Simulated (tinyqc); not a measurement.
Conductance of a narrow metal strip with scatterers (square lattice, Green functions): sweeps and comparisons. A value that a table varies takes the place of the one given here.

A strip of W sites across with hard walls, site energy 0 and hopping -t. Mode n = 1 to W has profile chi_n(j) = sqrt(2/(W + 1)) sin(n j pi/(W + 1)) and energy en = -2t cos(n pi/(W + 1)); E = en - 2t cos(kn a). With z_n = exp(i kn a) (Im k > 0 for closed modes, |z| < 1) each lead gives the self-energy -t z_n in mode n. One column carries the site energies v, here one foreign atom. In the mode basis V_nm = sum_j chi_n(j) v_j chi_m(j), G = (E - en + 2 t z_n - V)^-1, and t_nm = 2t sqrt(sin(kn a) sin(km a)) G_nm in size for open modes. T = sum |t_nm|^2, conductance (2e^2/h) T.

Constants: e^2/h = 3.874045865e-05 S.

Inputs chosen for the exercise (hopping and spacing of the size met in Cu or Al; the lattice is a model; the results hold for these values, not for the real material): t = 1.04 eV (hopping); W = 4 (sites across); v = (0, 0, -2.7, 0) eV (site energies in the scattering column); a = 2.83 angstrom (spacing); E = 0.22 eV (Fermi energy).

## Conductance steps with and without the scatterer

E is varied across the lower half of the band.

Against energy:

| E/t | E (eV) | open modes | T | reflected |
|---|---|---|---|---|
| -3.30 | -3.432 | 1 | 0.2369 | 0.7631 |
| -2.95 | -3.068 | 1 | 0.2368 | 0.7632 |
| -2.65 | -2.756 | 1 | 0.3329 | 0.6671 |
| -2.30 | -2.392 | 2 | 1.3064 | 0.6936 |
| -1.95 | -2.028 | 2 | 1.2912 | 0.7088 |
| -1.65 | -1.716 | 2 | 1.1643 | 0.8357 |
| -1.30 | -1.352 | 3 | 2.1556 | 0.8444 |
| -0.95 | -0.988 | 3 | 2.1561 | 0.8439 |
| -0.65 | -0.676 | 3 | 2.0162 | 0.9838 |
| -0.30 | -0.312 | 4 | 3.1234 | 0.8766 |
| 0.05 | 0.052 | 4 | 3.2024 | 0.7976 |

The clean strip goes from 1 to 4 open modes. The reflected flux ranges from 0.667 (E/t = -2.65) to 0.984 (E/t = -0.65). A scatterer on one site acts on one combination of modes only, so it can reflect at most one unit.

## The same scatterer in wider strips

Width (W + 1) a; the strength is the entry of v largest in size. The foreign atom sits at site W/2 + 1, rounded down. Added resistance (1/T - 1/M)/(2 e^2/h), M the number of open modes.

Against width:

| W | width (angstrom) | M | T | T/M | added resistance (ohm) |
|---|---|---|---|---|---|
| 3 | 11.3 | 3 | 2.2122 | 0.7374 | 1532.0 |
| 4 | 14.2 | 4 | 3.1708 | 0.7927 | 843.8 |
| 5 | 17.0 | 5 | 4.1040 | 0.8208 | 563.6 |
| 6 | 19.8 | 5 | 4.9144 | 0.9829 | 44.9 |
| 8 | 25.5 | 7 | 6.6615 | 0.9516 | 93.7 |
| 10 | 31.1 | 9 | 8.5441 | 0.9493 | 76.5 |
| 14 | 42.5 | 12 | 11.4274 | 0.9523 | 53.9 |
| 20 | 59.4 | 17 | 16.7074 | 0.9828 | 13.3 |

The added resistance is 1532 ohm at W = 3 and 13.3 at W = 20; from W = 10 to 20 it changes by a factor 0.17, where 1/M gives 0.53 and 1/M^2 gives 0.28. A point scatterer removes at most one unit of M (here 0.09 to 0.90), so its resistance is at most 1/(M (M - 1)) in units of h/2e^2, without bound for M = 1, with jumps where modes open or where the site sits near a node of the open modes; the largest value is at W = 3 (1532 ohm).

## What each change does

Open modes M, T and the added resistance (1/T - 1/M)/(2 e^2/h). Each row changes one parameter from the base and keeps the others.

Results:

| case | M | T | added resistance (ohm) |
|---|---|---|---|
| base | 4 | 3.1708 | 844 |
| t = 1.082 eV | 4 | 3.1853 | 825 |
| E = 0.3 eV | 4 | 3.1319 | 894 |
| v = (0, 0, -3.51, 0) eV | 4 | 3.1086 | 925 |

The largest shifts from the base row, up to three for each result and ties (the steps differ in size, so this ranks the rows, not the parameters). M: unchanged at the printed digits by t, E and v. T: v -0.0621, E -0.0389, t +0.0145. added resistance (ohm): v +81, E +51, t -19.

(tinyqc, `OMP_NUM_THREADS=1 python tinyqc.py 1452122 1452123 out.jsonl`, Intel(R) Xeon(R) Processor @ 2.30GHz, 1 thread, shared host, about 0.01 s.)
